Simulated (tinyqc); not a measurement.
Floating body of a partially depleted SOI transistor: body voltage and kink: two steps of the calculation.

Source at 0 V. Channel current Ic = 2 nf K Vt^2 [F(0) - F(Vd)](1 + la Vd), F(V) = ln^2(1 + exp((Vg - VT - nf V)/(2 nf Vt))), VT = VT0 - gb Vb. Saturation voltage Vs = 2 Vt sqrt(F(0)) + 3 Vt, excess Ve = (Vd - Vs + sqrt((Vd - Vs)^2 + 0.0004 V^2))/2, multiplication M1 = Ai Ve exp(-Bl/Ve). Each junction passes D(v) = J1 (exp(v/Vt) - 1) + J2 (exp(v/(2 Vt)) - 1). Bipolar current Ib = bb J1 (exp(Vb/Vt) - 1). The body settles where M1 (Ic + Ib) = D(Vb) + D(Vb - Vd) + Vb/Rb; drain current Id = (1 + M1)(Ic + Ib) - D(Vb - Vd).

Parameters, values chosen for the exercise; values of the order met in partially depleted silicon-on-insulator transistors:
```
symbol,value,unit,meaning
T,330,K,temperature
VT0,0.5,V,threshold at zero body voltage
gb,0.29,,fall of the threshold per volt of body voltage
nf,1.33,,slope factor
K,290,uA/(V^2 um),gain factor per width
la,0.08,1/V,channel-length modulation factor
Ai,2.27,1/V,impact-ionisation prefactor
Bl,8.3,V,impact-ionisation voltage
J1,3.6e-12,uA/um,diffusion saturation current of each junction
J2,1.6e-7,uA/um,recombination saturation current of each junction
bb,0,,gain of the lateral bipolar transistor on the diffusion current
Rb,1e9,kohm um,"resistance of a weak body tie to the source (1e9 stands for no tie, and the term is then dropped)"
Vg,0.54,V,gate voltage
Vd,1.8,V,drain voltage
```

Constants: q = 1.602176634e-19 C, kB = 1.380649e-23 J/K, Vt = kB T/q. Results are converted to the units shown.

Problem 1. New Vb. Current into the body I_in = M1 (Ic + Ib) - D(Vb - Vd), current out I_out = D(Vb) + Vb/Rb; f = ln(I_in/I_out), s = df/dVb by central differences over 1e-5 V, Vb(new) = Vb - f/s.

Vb at the start = 0.74 V

Wanted: Ic; Ve; M1; I_in; I_out; f; s; Vb after iteration 1.

Solution 1.

Ic = 8.2485 uA/um
Ve = 1.5214 V
M1 = 0.014756
I_in = 0.12171 uA/um
I_out = 0.79206 uA/um
f = -1.8730
s = -32.291 1/V
Vb after iteration 1 = 0.68200 V

Problem 2. Drain current with floating and with grounded body. Id and VT at the converged Vb, Id at Vb = 0, their ratio, and the bipolar share Ib/(Ic + Ib).

converged Vb = 0.67996655 V

Find: VT; Id, floating; Id, grounded; ratio; bipolar share.

Solution 2.

VT = 0.30281 V
Id, floating = 7.3207 uA/um
Id, grounded = 0.72014 uA/um
ratio = 10.166
bipolar share = 0.0000 %

The body rises to 0.680 V and lowers the threshold by 197 mV.

Range of the model: The multiplication law is an empirical form chosen for the exercise; self-heating and capacitive coupling to the body are left out, and the linear laws are rough once Vb passes about 0.7 V or M1 about 0.1.

Program tinyqc, `OMP_NUM_THREADS=1 python tinyqc.py 2182238 2182239 out.jsonl`; Intel Xeon 2.30GHz, shared host, one thread, about 0.2 s.
